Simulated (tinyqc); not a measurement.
Arrhenius fit: deep-level transient spectroscopy (DLTS) of one majority-carrier trap. Computed by tinyqc, a small Python program. Command: `OMP_NUM_THREADS=1 python tinyqc.py 3006332 3006333 out.jsonl dlts walk`. One thread of a shared host (Intel(R) Xeon(R) Processor @ 2.30GHz), about 0.08 s of CPU time with the checks.

A filling pulse loads the traps in a one-sided junction; under reverse bias they empty at the rate e, and the capacitance relaxes as C(t) = C_0 - dC exp(-e t). The signal is S = [C(t_2) - C(t_1)]/dC.

Inputs (values chosen for the exercise, for a model semiconductor):

| quantity | value | unit |
|---|---|---|
| density-of-states mass m | 0.231 | m_0 |
| valleys M | 1 | - |
| trap depth E_t | 0.29 | eV |
| cross-section sigma_0 | 7.6e-16 | cm^2 |
| degeneracy ratio g | 0.5 | - |
| gate time t_1 | 0.0002 | s |
| ratio t_2/t_1 | 4 | - |

Carriers: electrons. Extra term: none.

Constants: k_B = 8.617333262e-05 eV/K; k_B = 1.380649e-23 J/K; m_0 = 9.1093837015e-31 kg; h = 6.62607015e-34 J s.

Method:
- e = g sigma v N_b exp(-E/k_B T), v = sqrt(3 k_B T/m), N_b = 2 M (2 pi m k_B T/h^2)^(3/2), sigma = sigma_0, E = E_t.
- S(e) = exp(-e t_1) - exp(-e t_2) peaks at the rate window e_0 = ln(t_2/t_1)/(t_2 - t_1).
- t_1 is scaled by 0.1, 0.3, 1, 3, 10 and 30 at fixed t_2/t_1; each T_p by bisection.
- Least squares of ln(e_0/T_p^2) on 1/(k_B T_p): slope -E_a, intercept ln(gamma sigma_a) with gamma = v N_b/T^2 = sqrt(3 k_B/m) 2 M (2 pi m k_B/h^2)^(3/2). For comparison, the slope of ln e_0 alone.

Arrhenius data:

| t_1 (s) | e_0 (1/s) | T_p (K) | 1/(k_B T_p) (1/eV) | ln(e_0/T_p^2) |
|---|---|---|---|---|
| 0.00002 | 2.31049e+04 | 248.439 | 46.7098 | -0.98259 |
| 0.00006 | 7.70164e+03 | 231.974 | 50.0252 | -1.94406 |
| 0.00020 | 2.31049e+03 | 216.142 | 53.6893 | -3.00666 |
| 0.00060 | 7.70164e+02 | 203.381 | 57.0579 | -3.98356 |
| 0.00200 | 2.31049e+02 | 190.944 | 60.7744 | -5.06133 |
| 0.00600 | 7.70164e+01 | 180.795 | 64.1860 | -6.05071 |

apparent depth E_a = 0.29000 eV

intercept = 12.563

gamma = 7.5225e+20 cm^-2 s^-1 K^-2

apparent cross-section = 3.8000e-16 cm^2

slope without T^2 = 0.32632 eV

What follows from these numbers?

The apparent depth is 0.2900 eV against E_t = 0.29 eV, and the apparent cross-section is 0.500 times sigma_0: only the degeneracy ratio enters. Leaving out the T^2 factor overstates the slope by 36 meV, about 2 k_B T_p.

Extremes, crossings and ranges named in words are read from the listed rows.
